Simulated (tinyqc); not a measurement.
Programming of a floating-gate cell by Fowler-Nordheim tunnelling: two steps of the calculation.

Per tunnel area the floating gate has Ctun = 3.9 eps0/tox to the channel (0 V) and Ccg to the control gate, Ct = Ctun/(1 - ag), no other coupling. With the threshold shift U = -Q/Ccg the field is F = ag (Vg - U)/tox, and dU/dt = J/Ccg. Fowler-Nordheim: J = A F^2 exp(-B/F), A = q^2/(16 pi^2 hbar mo phi) (times 1e14 for A/cm^2 with F in V/nm, emitter mass m0), B = (4/3) sqrt(mo/C) phi^1.5, C = hbar^2/(2 m0).

Values chosen for this exercise; oxide values close to those of silicon dioxide:
```
symbol,value,unit,meaning
phi,3.1,eV,tunnel barrier
mo,0.42,m0,tunnelling mass
tox,8.3,nm,tunnel oxide thickness
ag,0.67,,coupling ratio Ccg/Ct
ar,610,nm^2,tunnel area
Vt0,-2.3,V,threshold shift at the start
Vg,11.1,V,control-gate voltage
dt,11,us,time step
n,8,,steps
```

Constants: q = 1.602176634e-19 C, hbar = 1.054571817e-34 J s, m0 = 9.1093837015e-31 kg, eps0 = 8.8541878128e-14 F/cm where lengths are in cm, hbar^2/(2 m0) = 0.0380998212 eV nm^2. Results are converted to the units shown.

Task 1. Constants of the cell. A, B, Ccg = ag Ct, the starting field and current, K = A B ag/(Ccg tox), and the knee time t0 = exp(B/F(0))/K.

Give: A; B; Ccg; F(0); J(0); K; t0; electrons for 1 V of shift.

Result 1.

A = 1.1839e8 A cm^-2 (V/nm)^-2
B = 24.163 V/nm
Ccg = 0.84469 uF/cm^2
F(0) = 1.0817 V/nm
J(0) = 0.027560 A/cm^2
K = 2.7338e14 1/s
t0 = 18.386 us
electrons for 1 V of shift = 32.160

Task 2. Explicit time steps against the exact solution. U(new) = U + dt J(F(U))/Ccg. Exact: exp(B/F(t)) = exp(B/F(0)) + K t, K = A B ag/(Ccg tox), and U = Vg - tox F/ag.

Wanted: t; F; J; U by steps; U exact.

Result 2.

| step | t (us) | F (V/nm) | J (A/cm^2) | U by steps (V) | U exact (V) |
|---|---|---|---|---|---|
| 0 | 0 | 1.0817 | 0.027560 | -2.3000 | -2.3000 |
| 1 | 11.000 | 1.0527 | 0.014116 | -1.9411 | -2.0245 |
| 2 | 22.000 | 1.0379 | 0.0098823 | -1.7573 | -1.8440 |
| 3 | 33.000 | 1.0275 | 0.0076541 | -1.6286 | -1.7106 |
| 4 | 44.000 | 1.0194 | 0.0062583 | -1.5289 | -1.6051 |
| 5 | 55.000 | 1.0129 | 0.0052963 | -1.4474 | -1.5181 |
| 6 | 66.000 | 1.0073 | 0.0045912 | -1.3784 | -1.4443 |
| 7 | 77.000 | 1.0025 | 0.0040513 | -1.3186 | -1.3802 |
| 8 | 88.000 | 0.9982 | 0.0036244 | -1.2659 | -1.3236 |

Range of the model: Programming fields of 10 MV/cm and more wear the oxide; trapping and the channel potential are ignored.

Program tinyqc, `OMP_NUM_THREADS=1 python tinyqc.py 2130144 2130145 out.jsonl`; Intel Xeon 2.30GHz, shared host, one thread, about 0.02 s.
